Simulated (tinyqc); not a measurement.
Graded (staircase) quantum well by finite differences: one step. Lowest levels on the coarse grid. Four cases, with inputs chosen for the exercise.

Problem. Diagonalise the symmetric tridiagonal matrix; give the three lowest levels and the weights u_i^2 (sum 1) of the two lowest.

Give: levels; weights on the points.

Case 1.

diagonal H_ii (eV): 1.592073  1.625673  1.732392  1.500967  1.585127  1.686430  1.652327  1.635367  1.933992  1.894473  1.928073

H_(i,i+1) (eV): -0.399537  -0.399537  -0.472656  -0.668512  -0.843215  -0.843215  -0.668512  -0.472656  -0.399537  -0.399537

Solution.

levels (eV): 0.2451  0.7700  1.0633

weights on the points:
```
             1      2      3      4      5      6      7      8      9     10     11
level 1  0.000  0.001  0.012  0.102  0.272  0.331  0.214  0.061  0.005  0.000  0.000
level 2  0.010  0.043  0.117  0.271  0.108  0.009  0.187  0.202  0.045  0.007  0.001
```

Case 2.

diagonal H_ii (eV): 0.422416  0.424164  0.434602  0.358898  0.325727  0.316698  0.329223  0.365890  0.445090  0.438148  0.439896

H_(i,i+1) (eV): -0.122578  -0.122578  -0.131268  -0.148126  -0.158349  -0.158349  -0.148126  -0.131268  -0.122578  -0.122578

Solution.

levels (eV): 0.0528  0.1553  0.2278

weights on the points:
```
             1      2      3      4      5      6      7      8      9     10     11
level 1  0.000  0.002  0.013  0.083  0.246  0.342  0.230  0.073  0.010  0.001  0.000
level 2  0.006  0.030  0.091  0.230  0.153  0.001  0.176  0.215  0.073  0.021  0.004
```

Case 3.

diagonal H_ii (eV): 1.376940  1.376940  1.399438  1.188155  1.087927  1.056480  1.087927  1.188155  1.399438  1.376940  1.376940

H_(i,i+1) (eV): -0.440970  -0.440970  -0.463468  -0.504687  -0.528240  -0.528240  -0.504687  -0.463468  -0.440970  -0.440970

Solution.

levels (eV): 0.1584  0.4595  0.6697

weights on the points:
```
             1      2      3      4      5      6      7      8      9     10     11
level 1  0.000  0.003  0.017  0.087  0.233  0.322  0.233  0.087  0.017  0.003  0.000
level 2  0.009  0.040  0.103  0.211  0.136  0.000  0.136  0.211  0.103  0.040  0.009
```

Case 4.

diagonal H_ii (eV): 1.485367  1.505167  1.580529  1.272534  1.246107  1.286037  1.285707  1.351734  1.699329  1.663567  1.683367

H_(i,i+1) (eV): -0.315683  -0.315683  -0.371246  -0.516888  -0.643019  -0.643019  -0.516888  -0.371246  -0.315683  -0.315683

Solution.

levels (eV): 0.2191  0.6836  1.0064

weights on the points:
```
             1      2      3      4      5      6      7      8      9     10     11
level 1  0.000  0.000  0.007  0.080  0.267  0.358  0.227  0.057  0.004  0.000  0.000
level 2  0.002  0.013  0.066  0.271  0.167  0.004  0.217  0.218  0.037  0.005  0.000
```

Computed by tinyqc, one run a case: `OMP_NUM_THREADS=1 python tinyqc.py N N+1 out.jsonl` with N = 1252555, 1252599, 1252742, 1252799; one thread of a shared Intel(R) Xeon(R) Processor @ 2.30GHz, about 0.02 s a run at most.
